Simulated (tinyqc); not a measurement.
Band gaps under pressure and temperature from deformation potentials: one step. How much of dE/dT is thermal expansion. Two cases, with inputs chosen for the exercise.

Problem. At 300 K: dE/dT = -aV T (T + 2 bV)/(T + bV)^2; expansion alone gives 3 aT a; the rest is electron-phonon coupling.

Case 1.

Values chosen (near those of GaAs, the X and L potentials typical of such crystals; shifted at random, so the results belong to these values and not to a real crystal):
- aG = -8.34 eV (volume potential of the Gamma gap)
- aX = 1.77 eV (volume potential of the X gap)
- aL = -3.61 eV (volume potential of the L gap)
- aV = (0.545, 0.465, 0.613) meV/K (Varshni alpha of Gamma, X, L)
- bV = (192, 210, 219) K (Varshni beta of Gamma, X, L)
- aT = 5.9 1e-6/K (linear thermal expansion near 300 K)

Case 2.

Values chosen (near those of InP, the X and L potentials typical of such crystals; shifted at random, so the results belong to these values and not to a real crystal):
- aG = -6.54 eV (volume potential of the Gamma gap)
- aX = 2.12 eV (volume potential of the X gap)
- aL = -3.06 eV (volume potential of the L gap)
- aV = (0.376, 0.472, 0.378) meV/K (Varshni alpha of Gamma, X, L)
- bV = (167, 204, 157) K (Varshni beta of Gamma, X, L)
- aT = 4.5 1e-6/K (linear thermal expansion near 300 K)

Give: dE/dT; from expansion; remainder.

Solution.

Case 1.

dE/dT (meV/K): Gamma -0.4620, X -0.3862, L -0.5039

from expansion (meV/K): Gamma -0.1476, X 0.0313, L -0.0639

remainder (meV/K): Gamma -0.3144, X -0.4175, L -0.4400

Expansion supplies 32 % of the slope at Gamma and 13 % at L; at X it works against the fall.

Case 2.

dE/dT (meV/K): Gamma -0.3279, X -0.3947, L -0.3334

from expansion (meV/K): Gamma -0.0883, X 0.0286, L -0.0413

remainder (meV/K): Gamma -0.2396, X -0.4233, L -0.2921

Expansion supplies 27 % of the slope at Gamma and 12 % at L; at X it works against the fall.

Computed by tinyqc, one run a case: `OMP_NUM_THREADS=1 python tinyqc.py N N+1 out.jsonl` with N = 1081153, 1081398; one thread of a shared Intel(R) Xeon(R) Processor @ 2.30GHz, about 0.01 s a run at most.
